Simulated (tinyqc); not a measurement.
# Pinning of the barrier by interface states

Cowley-Sze model with the space charge neglected: phiB = S (phiM - chi) + (1 - S)(Eg - phi0), S = 1/(1 + q Dit dl/(eps0 ei)), dl in cm.

Values chosen for this exercise; band and dielectric values close to those of gallium arsenide:
```
symbol  value  unit                                         meaning
Eg        1.4    eV                                        band gap
chi      4.11    eV                               electron affinity
dl        0.3    nm              thickness of the interfacial layer
ei          1        relative permittivity of the interfacial layer
phi0     0.67    eV            neutral level above the valence band
phiM     4.43    eV                             metal work function
```

Constants: q = 1.602176634e-19 C, eps0 = 8.8541878128e-14 F/cm where lengths are in cm. Results are converted to the units shown.

Pinning of the barrier by interface states:

| Dit (cm^-2 eV^-1) | S | phiB (eV) | change of phiB for 0.5 eV more work function (eV) |
|---|---|---|---|
| 1e11 | 0.9946 | 0.3222 | 0.4973 |
| 3e11 | 0.9840 | 0.3266 | 0.4920 |
| 1e12 | 0.9485 | 0.3411 | 0.4743 |
| 3e12 | 0.8600 | 0.3774 | 0.4300 |
| 1e13 | 0.6481 | 0.4643 | 0.3241 |
| 3e13 | 0.3804 | 0.5740 | 0.1902 |
| 1e14 | 0.1556 | 0.6662 | 0.07778 |
| 3e14 | 0.05785 | 0.7063 | 0.02893 |
| 1e15 | 0.01809 | 0.7226 | 0.009044 |

S falls from 0.995 to 0.0181, passing 1/2 at Dit = eps0 ei/(q dl) = 1.84e13 cm^-2 eV^-1. The barrier rises from 0.322 to 0.723 eV, from near the Schottky-Mott value phiM - chi = 0.320 eV towards the pinned value Eg - phi0 = 0.730 eV.

Program tinyqc, `OMP_NUM_THREADS=1 python tinyqc.py 2020139 2020140 out.jsonl`; Intel Xeon 2.30GHz, shared host, one thread, about 0.06 s.
